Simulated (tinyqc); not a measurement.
Internal loss and injection efficiency from two cavity lengths.

Problem. The differential efficiency of both facets obeys 1/eta_d = (1/eta)[1 + 2 ai Lc/ln(1/(R1 R2))]. Find eta and ai.

Inputs (values chosen for the exercise):
- R1 = 0.1 (front reflectance)
- R2 = 0.95 (back reflectance)

differential efficiency at Lc = 250 and 625 um: [0.67494647, 0.49539182]

Answer. 1/eta_d is linear in Lc: the intercept is 1/eta, and slope over intercept is 2 ai/ln(1/(R1 R2)).

eta = 0.8900
ai = 15.00 1/cm

Program tinyqc, `OMP_NUM_THREADS=1 python tinyqc.py 2840110 2840111 out.jsonl`; Intel Xeon 2.30GHz, shared host, one thread, about 0.02 s.
